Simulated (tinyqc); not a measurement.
Electron continuity equation in a given potential, Scharfetter-Gummel discretisation: one step of the calculation.

Steady state in one dimension: J = q mu n E + q D dn/dx with E = -dpsi/dx and D = mu Vt, dJ/dx = q (n/tau - G), fixed densities nL and nR at the ends. The potential is given, psi = U x/L, and is not changed by the electrons.

Task. Bernoulli factors. d_i = (psi_(i+1) - psi_i)/Vt; B(d) = d/(exp(d) - 1), B(0) = 1. The flux on interval i is J_i = (q D/h) [n_(i+1) B(d_i) - n_i B(-d_i)].

Inputs (values chosen for the exercise):
- T = 300 K (temperature)

Constants: q = 1.602176634e-19 C, kB = 1.380649e-23 J/K, Vt = kB T/q. Results are converted to the units shown.

| node | psi (V) |
|---|---|
| 0 | 0.00000000 |
| 1 | 0.02125000 |
| 2 | 0.04250000 |
| 3 | 0.06375000 |
| 4 | 0.08500000 |
| 5 | 0.10625000 |
| 6 | 0.12750000 |
| 7 | 0.14875000 |
| 8 | 0.17000000 |

Wanted: d_i; B(d_i); B(-d_i).

Result.

| interval | d_i | B(d_i) | B(-d_i) |
|---|---|---|---|
| 0 | 0.82199 | 0.64469 | 1.4667 |
| 1 | 0.82199 | 0.64469 | 1.4667 |
| 2 | 0.82199 | 0.64469 | 1.4667 |
| 3 | 0.82199 | 0.64469 | 1.4667 |
| 4 | 0.82199 | 0.64469 | 1.4667 |
| 5 | 0.82199 | 0.64469 | 1.4667 |
| 6 | 0.82199 | 0.64469 | 1.4667 |
| 7 | 0.82199 | 0.64469 | 1.4667 |

The largest |d_i| is 0.822, below 2, so central differences would also keep densities positive.

Program tinyqc, `OMP_NUM_THREADS=1 python tinyqc.py 2220108 2220109 out.jsonl`; Intel Xeon 2.30GHz, shared host, one thread, about 0.01 s.
